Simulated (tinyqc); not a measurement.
Physical sputtering: collision-cascade yield, angular dependence, faceting and resputtering in deposition. Changing the angle of incidence. Computed by tinyqc, a small Python program. Command: `OMP_NUM_THREADS=1 python tinyqc.py 3016587 3016588 out.jsonl sputter sweep`. One thread of a shared host (Intel(R) Xeon(R) Processor @ 2.30GHz), about 0.01 s of CPU time with the checks.

Ions start collision cascades; atoms that reach the surface with more than U leave. The target is amorphous or fine-grained.

Inputs (values chosen for the exercise, modelled on krypton ions on aluminium):

| quantity | value | unit |
|---|---|---|
| ion Z1 | 36 | - |
| ion mass M1 | 83.8 | u |
| target Z2 | 13 | - |
| target mass M2 | 26.98 | u |
| surface binding energy U | 3.39 | eV |
| target density N | 60.2 | 1/nm^3 |
| fit factor Q | 1 | - |
| ion energy E | 1800 | eV |
| current density J | 3.4 | mA/cm^2 |
| angular exponent f | 2.1 | - |
| angle of the largest yield | 65 | degrees |

Constants: e = 1.602176634e-19 C.

Method:
- gamma = 4 M1 M2/(M1 + M2)^2; threshold E_th = 6.7 U/gamma for M1 >= M2, else U (1 + 5.7 M1/M2)/gamma. eps = 0.03255 M2 E/(Z1 Z2 (M1 + M2) z), z = (Z1^(2/3) + Z2^(2/3))^(1/2), E in eV; s_n = 3.441 sqrt(eps) ln(eps + 2.718)/(1 + 6.355 sqrt(eps) + eps (6.882 sqrt(eps) - 1.708)); S_n = 84.78 Z1 Z2 M1 s_n/((M1 + M2) z) in eV angstrom^2; alpha = 0.249 (M2/M1)^0.56 + 0.0035 (M2/M1)^1.5 for M1 <= M2, else 0.0875 (M2/M1)^(-0.15) + 0.165 M2/M1; Y0 = 0.042 Q alpha S_n/U [1 - sqrt(E_th/E)]^2.5 (the electronic-loss factor of the full formula is dropped).
- Erosion rate = Y0 J/(e N); 1 cm^2 = 1e14 nm^2.
- Angular law: Y/Y0 = t^f exp(-f cos(a_opt)(t - 1)), t = 1/cos(angle), largest at a_opt. A plane tilted by the angle recedes along the beam at a speed proportional to Y(angle), and along its own normal as Y cos(angle).

One run for each value:

| angle of incidence (degrees) | Y/Y0 at the angle | normal speed relative to a flat surface | yield at the angle (atoms per ion) |
|---|---|---|---|
| 0 | 1.0000 | 1.0000e+00 | 1.9652 |
| 15 | 1.0424 | 1.0069e+00 | 2.0484 |
| 30 | 1.1791 | 1.0211e+00 | 2.3172 |
| 40 | 1.3346 | 1.0224e+00 | 2.6227 |
| 50 | 1.5448 | 9.9296e-01 | 3.0357 |
| 60 | 1.7649 | 8.8246e-01 | 3.4684 |
| 70 | 1.7258 | 5.9026e-01 | 3.3915 |
| 75 | 1.3457 | 3.4828e-01 | 2.6445 |
| 80 | 0.5788 | 1.0050e-01 | 1.1374 |
| 85 | 0.0154 | 1.3450e-03 | 0.0303 |

Over the rows, Y/Y0 at the angle goes from 1.00 through a maximum among these rows, 1.76 at 60.0, to 0.0154; normal speed relative to a flat surface goes from 1.00 through a maximum among these rows, 1.02 at 40.0, to 0.00135; yield at the angle (atoms per ion) goes from 1.97 through a maximum among these rows, 3.47 at 60.0, to 0.0303. Oblique ions deposit their energy nearer the surface until reflection sets in; the normal speed peaks at a smaller angle than the yield, as the beam spreads over more area.

Extremes, crossings and ranges named in words are read from the listed rows.
